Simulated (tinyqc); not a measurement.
# On-chip interconnect, size-dependent resistivity and RC delay, step by step

Computed by the program tinyqc: `OMP_NUM_THREADS=1 python tinyqc.py 2100144 2100145 out.jsonl`, one thread of a shared Intel Xeon 2.30GHz, about 0.01 s for the whole run. Printed values are rounded.

A rectangular line between two neighbours and two ground planes. Surface and grain-boundary scattering are added to the bulk resistivity as corrections; capacitances are parallel-plate values without fringing; inductance is ignored.

Values chosen for this exercise; metal values close to those of copper:
```
symbol  value     unit                                             meaning
rho0     1.67  uohm cm                                    bulk resistivity
lam      38.9       nm                                 bulk mean free path
ps        0.2                         specular share of surface scattering
Rg       0.25                   reflection coefficient of grain boundaries
gr          1                              grain size over the metal width
wd         20       nm                                    drawn line width
AR        2.4                              aspect ratio, height over width
tl        1.4       nm  liner on both walls and the bottom, not conducting
sp         40       nm                     space to the neighbouring lines
hd         29       nm     dielectric height to the planes above and below
ek        2.7                      relative permittivity of the dielectric
Mf          1                              Miller factor of the neighbours
Lw         16       um                                         line length
Rd        340      ohm                                   driver resistance
Cl       0.99       fF                                    load capacitance
dt       0.65       ps                                           time step
```

Constants: eps0 = 8.8541878128e-12 F/m. Results are converted to the units shown.

Range of the model: The metal width is under the mean free path, where the thick-limit surface term and the simple sum of corrections lose accuracy.

## Resistivity, resistance and capacitance per length

Metal width x = wd - 2 tl, height y = AR wd - tl; grain boundaries (Mayadas-Shatzkes): al = (lam/(gr x)) Rg/(1 - Rg), g = 1/[1 - 3 al/2 + 3 al^2 - 3 al^3 ln(1 + 1/al)] - 1; surfaces (Fuchs-Sondheimer, thick limit): s = (3/8) lam (1 - ps)(1/x + 1/y); rho = rho0 (1 + g + s); r = rho/(x y); c = eps0 ek (2 wd/hd + 2 Mf AR wd/sp).

x = 17.2 nm
y = 46.6 nm
al = 0.7538760
g = 1.045485
s = 0.9289176
rho = 4.967252 uohm cm
r = 61.97290 ohm/um
c = 0.09034935 fF/um

rho is 2.97 times the bulk value; grain boundaries add more (1.05 against 0.929). The liner takes 16.5 % of the cross-section.

## Ladder and Elmore delays

7 equal pi sections: series Rs = r Lw/7; node capacitances c Lw/7, halved at nodes 0 and 7, with Cl added to node 7; Rd feeds node 0. Elmore delay of node k: the sum, over the resistors on the path to k, of resistance times all capacitance downstream of it.

Rs = 141.6524 ohm

```
node     C (fF)  Elmore delay (ps)
0     0.1032564          0.8281005
1     0.2065128           1.158481
2     0.2065128           1.459608
3     0.2065128           1.731483
4     0.2065128           1.974104
5     0.2065128           2.187473
6     0.2065128           2.371588
7      1.093256           2.526450
```

The far-end value equals Rd (c Lw + Cl) + r Lw (c Lw/2 + Cl) for any number of pi sections; the line resistance contributes 67.2 % of it.

## Step 1: node voltages after a time step

v at t = 0, node 0 to 7 (V): 0  0  0  0  0  0  0  0

A 1 V step is applied behind Rd at t = 0. C dv/dt = -G v + b, with G the conductance matrix of the ladder (1/Rs between neighbours, 1/Rd added at node 0) and b = (1 V/Rd, 0, ...). Trapezoidal step: (C/dt + G/2) v(new) = (C/dt - G/2) v + b.

v at t = 1 dt, node 0 to 7 (V): 1.154705  0.854502  0.631211  0.464736  0.340091  0.246057  0.174171  0.117962

Node 0 overshoots the 1 V source: the trapezoidal rule rings on modes much faster than dt.

## Step 2: node voltages after a time step

As before.

v at t = 2 dt, node 0 to 7 (V): 0.4950565  0.6196548  0.6462016  0.6172828  0.5602640  0.4924516  0.4246694  0.3637573

## Course in time

A 1 V step is applied behind Rd at t = 0. C dv/dt = -G v + b, with G the conductance matrix of the ladder (1/Rs between neighbours, 1/Rd added at node 0) and b = (1 V/Rd, 0, ...). Trapezoidal step: (C/dt + G/2) v(new) = (C/dt - G/2) v + b. The last column solves the same ladder exactly by its modes.

Voltages (V):
```
t (ps)  node 0  node 3  node 7  node 7, exact
0.6500   1.155  0.4647  0.1180         0.1500
1.300    0.495  0.6173  0.3638         0.3611
1.950    1.118  0.6472  0.5307         0.5222
2.600    0.665  0.8062  0.6403         0.6427
3.250    1.123  0.7953  0.7395         0.7328
3.900    0.758  0.8965  0.8001         0.8002
4.550    1.121  0.8832  0.8543         0.8506
5.200    0.816  0.9443  0.8893         0.8883
5.850    1.114  0.9337  0.9184         0.9165
6.500    0.854  0.9697  0.9388         0.9375
7.150    1.104  0.9628  0.9542         0.9533
7.800    0.880  0.9831  0.9662         0.9651
```

The far end of the ladder reaches 0.5 V at 1.849 ps, 0.732 of its Elmore delay (ln 2 = 0.693 for a single pole); the slowest mode has a time constant of 2.236 ps. The largest error of the trapezoidal steps at that node is 32 mV. Node 0 swings up and down from step to step: the trapezoidal rule does not damp modes much faster than dt, so these swings are numerical.
